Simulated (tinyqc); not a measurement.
Worked calculation: CIS and TDHF on RHF in the sto-3g basis, frozen core, for BeH2, spin multiplicity 1. One step of it, computed by the program tinyqc.

Problem. CIS matrix, triplets. A(ia,jb) = (e_a - e_i) d_ij d_ab - (ij|ab).

orbital energies (hartree): MO1 -4.534323, MO2 -0.416700, MO3 -0.371426, MO4 0.213688, MO5 0.213688, MO6 0.349488, MO7 0.692769

Two-electron integrals over orbitals (pq|rs), unique and non-zero (hartree); the lowest 1 orbital is frozen and left out:
```
(22|22) 0.391260    (32|22) -0.052352   (32|32) 0.142053    (33|22) 0.368094
(33|32) 0.042631    (33|33) 0.421586    (42|42) 0.046542    (43|42) 0.005282
(43|43) 0.013156    (44|22) 0.353117    (44|32) 0.000408    (44|33) 0.333263
(44|44) 0.449859    (52|52) 0.046542    (53|52) 0.005282    (53|53) 0.013156
(54|54) 0.024249    (55|22) 0.353117    (55|32) 0.000408    (55|33) 0.333263
(55|44) 0.401360    (55|55) 0.449859    (62|22) -0.018938   (62|32) 0.016097
(62|33) -0.035605   (62|44) 0.066306    (62|55) 0.066306    (62|62) 0.080864
(63|22) 0.028466    (63|32) -0.085394   (63|33) -0.035573   (63|44) 0.017326
(63|55) 0.017326    (63|62) 0.007577    (63|63) 0.090418    (64|42) 0.045696
(64|43) 0.008218    (64|64) 0.048995    (65|52) 0.045696    (65|53) 0.008218
(65|65) 0.048995    (66|22) 0.370521    (66|32) 0.011131    (66|33) 0.389903
(66|44) 0.351216    (66|55) 0.351216    (66|62) -0.025681   (66|63) -0.014180
(66|66) 0.392999    (72|22) -0.014417   (72|32) 0.037866    (72|33) 0.006487
(72|44) 0.013827    (72|55) 0.013827    (72|62) 0.023566    (72|63) -0.058422
(72|66) -0.000740   (72|72) 0.060459    (73|22) -0.001068   (73|32) -0.002071
(73|33) 0.017074    (73|44) -0.069188   (73|55) -0.069188   (73|62) -0.074774
(73|63) -0.023393   (73|66) 0.019966    (73|72) -0.011457   (73|73) 0.084390
(74|42) 0.005085    (74|43) -0.012550   (74|64) 0.002060    (74|74) 0.017092
(75|52) 0.005085    (75|53) -0.012550   (75|65) 0.002060    (75|75) 0.017092
(76|22) 0.045063    (76|32) -0.131155   (76|33) -0.044730   (76|44) 0.000600
(76|55) 0.000600    (76|62) -0.012846   (76|63) 0.089639    (76|66) -0.014201
(76|72) -0.047094   (76|73) -0.000389   (76|76) 0.134735    (77|22) 0.404795
(77|32) -0.018770   (77|33) 0.408711    (77|44) 0.376832    (77|55) 0.376832
(77|62) -0.019639   (77|63) 0.009637    (77|66) 0.407029    (77|72) -0.008066
(77|73) -0.004428   (77|76) 0.014094    (77|77) 0.453926
```

Give: CIS matrix A, triplet.

Solution.

CIS matrix A, triplet (hartree):
```
         2>4      2>5      2>6      2>7      3>4      3>5      3>6     3>7
2>4   0.2773   0.0000   0.0000   0.0000  -0.0004   0.0000   0.0000  0.0000
2>5   0.0000   0.2773   0.0000   0.0000   0.0000  -0.0004   0.0000  0.0000
2>6   0.0000   0.0000   0.3957  -0.0451   0.0000   0.0000  -0.0111  0.1312
2>7   0.0000   0.0000  -0.0451   0.7047   0.0000   0.0000   0.1312  0.0188
3>4  -0.0004   0.0000   0.0000   0.0000   0.2519   0.0000   0.0000  0.0000
3>5   0.0000  -0.0004   0.0000   0.0000   0.0000   0.2519   0.0000  0.0000
3>6   0.0000   0.0000  -0.0111   0.1312   0.0000   0.0000   0.3310  0.0447
3>7   0.0000   0.0000   0.1312   0.0188   0.0000   0.0000   0.0447  0.6555
```
